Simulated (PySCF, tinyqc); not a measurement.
Worked calculation: G0W0 on RHF in the sto-3g basis, for H4, spin multiplicity 1. The lowest restricted solution is unstable here: a spin-polarised one lies 0.0783 hartree lower (PySCF). One step of it, computed by the program tinyqc.

Task: Orthogonalisation. S = U s U^T; canonical form X = U s^(-1/2), so that X^T S X = 1. Each column of U has its largest component positive (the first on a tie).

overlap S, lower triangle:
```
          1H 1s     2H 1s     3H 1s     4H 1s
1H 1s  1.000000
2H 1s  0.420680  1.000000
3H 1s  0.467519  0.240248  1.000000
4H 1s  0.240248  0.467519  0.420680  1.000000
```

Give: eigenvalues of S; X.

Result:

eigenvalues of S: 0.3520  0.7129  0.8066  2.1284

X:
```
             1        2        3       4
1H 1s   0.8427   0.5922   0.5567  0.3427
2H 1s  -0.8427   0.5922  -0.5567  0.3427
3H 1s  -0.8427  -0.5922   0.5567  0.3427
4H 1s   0.8427  -0.5922  -0.5567  0.3427
```
